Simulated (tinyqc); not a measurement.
Bias-temperature instability, empirical power law with universal recovery: one step of the calculation.

Threshold-voltage shift at the end of a stress: dV = A (V/V0)^g exp[-(Ea q/kB)(1/T - 1/T0)] (t/1 s)^n. After a delay tr the permanent share pp stays and the rest falls by r = 1/(1 + B (tr/t)^be). An empirical model: its parameters are fits, not properties.

Task. What a delayed measurement sees. At V0 and T0, measured shift = dV [pp + (1 - pp) r]; the apparent exponent is the slope of ln(shift) against ln t between the first and last point.

Values chosen for this exercise:
- V0 = 2 V (reference stress voltage)
- T0 = 398 K (reference temperature)
- A = 10 mV (shift after 1 s at V0 and T0)
- n = 0.19 (time exponent)
- g = 4.9 (voltage exponent)
- Ea = 0.09 eV (apparent activation energy of the shift)
- pp = 0.19 (permanent share)
- B = 2 (recovery scale)
- be = 0.23 (recovery dispersion)
- tr = 10 s (delay before the measurement)

Constants: q = 1.602176634e-19 C, kB = 1.380649e-23 J/K. Results are converted to the units shown.

t, point 0 to 2 (s): 1  10  100

Give: dV; share left; measured; apparent n.

Result.

```
point  dV (mV)  share left  measured (mV)
0       10.000     0.37424         3.7424
1       15.488     0.46000         7.1246
2       23.988     0.56195         13.480
```

apparent n = 0.27828

The delay hides 43.8 % of the last shift and raises the exponent from 0.19 to 0.278, since short stresses recover by a larger share.

Program tinyqc, `OMP_NUM_THREADS=1 python tinyqc.py 2070144 2070145 out.jsonl`; Intel Xeon 2.30GHz, shared host, one thread, about 0.01 s.
